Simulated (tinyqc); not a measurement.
# Depth and level of a trap from the time ratio

Problem. For an oxide trap tc/te = exp(E/Vt) with E = E0 - dpsi - (xt/tox)(Vg - VT - dpsi), dpsi being the rise of the surface potential above its value at threshold. Find xt and E0, and the depth that would be read if dpsi were ignored.

Values chosen for this exercise: temperature T = 200 K; insulator thickness tox = 5.1 nm.

Constants: q = 1.602176634e-19 C, kB = 1.380649e-23 J/K, Vt = kB T/q. Results are converted to the units shown.

Vg - VT (V): [0.66, 0.81]
tc/te: [2.8730373, 0.16089809]
dpsi (V): [0.065210393, 0.069024586]

Answer. E + dpsi is a straight line in the oxide voltage Vg - VT - dpsi with slope -xt/tox and intercept E0. Ignoring dpsi assigns the motion of the bands to the trap and overstates its depth.

xt = 1.60 nm
E0 = 0.270 eV
depth read without dpsi = 1.69 nm

tinyqc, about 0.01 s, one thread, Intel Xeon 2.30GHz (shared host): `OMP_NUM_THREADS=1 python tinyqc.py 2710112 2710113 out.jsonl`
